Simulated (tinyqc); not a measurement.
Changing the photon flux entering: surface photovoltage measurement of the minority-carrier diffusion length in a wafer. Computed by tinyqc, a small Python program. Command: `OMP_NUM_THREADS=1 python tinyqc.py 3130079 3130080 out.jsonl spv sweep`. One thread of a shared host (Intel(R) Xeon(R) Processor @ 2.30GHz), about 0.01 s of CPU time with the checks.

Low injection, steady light, a depletion layer much thinner than 1/alpha and L. The excess density dn is taken at the front edge of the neutral region; light that reaches the back is lost.

Inputs (values chosen for the exercise, modelled on p-type silicon at room temperature):

| quantity | value | unit |
|---|---|---|
| diffusion length L | 360 | micrometre |
| wafer thickness W | 775 | micrometre |
| diffusivity D | 24.9 | cm^2/s |
| front recombination velocity S_f | 89000 | cm/s |
| back recombination velocity S_b | 500 | cm/s |
| minority density at the surface barrier scale n_0 | 7.7e+09 | 1/cm^3 |
| temperature T | 298 | K |
| wavelength | 998 | nm |

Constants: k_B = 8.617333262e-05 eV/K.

Method:
- alpha = (84.732/lambda - 76.417)^2 per cm with lambda in micrometre (an empirical fit for silicon between 0.7 and 1.05 micrometre).
- Thick wafer: dn = Phi L/((S_f + D/L)(L + 1/alpha)). Finite wafer, with s = S_b L/D, w = W/L, a = alpha L: dn = [Phi a/(a^2 - 1)] [a - B - exp(-alpha W)(a - s)/(cosh w + s sinh w)]/(S_f + B D/L), B = (sinh w + s cosh w)/(cosh w + s sinh w).
- Photovoltage V = (k_B T/e) ln(1 + dn/n_0). Lifetime = L^2/D.

One run for each value:

| photon flux entering (1/(cm^2 s)) | photovoltage V (mV) | dn, finite wafer (1/cm^3) |
|---|---|---|
| 1.00e+10 | 2.6888e-04 | 8.0625e+04 |
| 1.00e+11 | 2.6887e-03 | 8.0625e+05 |
| 1.00e+12 | 2.6874e-02 | 8.0625e+06 |
| 1.00e+13 | 2.6749e-01 | 8.0625e+07 |
| 1.00e+14 | 2.5572e+00 | 8.0625e+08 |
| 1.00e+15 | 1.8397e+01 | 8.0625e+09 |
| 1.00e+16 | 6.2653e+01 | 8.0625e+10 |

Over the rows, photovoltage V (mV) rises from 2.69e-4 to 62.7 (exponent d ln y / d ln x 1.00 between the first rows and 0.53 between the last); dn, finite wafer (1/cm^3) rises from 80600 to 8.06e10 (exponent d ln y / d ln x about 1.0 throughout). At the low end the exponent of photovoltage V is 1.00, close to 1: the linear range.

Caution (rows 1.00e14, 1.00e15, 1.00e16): dn is not small against n_0, so V is not linear in the flux; the constant-flux reading then needs dn, not V.

Extremes, crossings and ranges named in words are read from the listed rows.
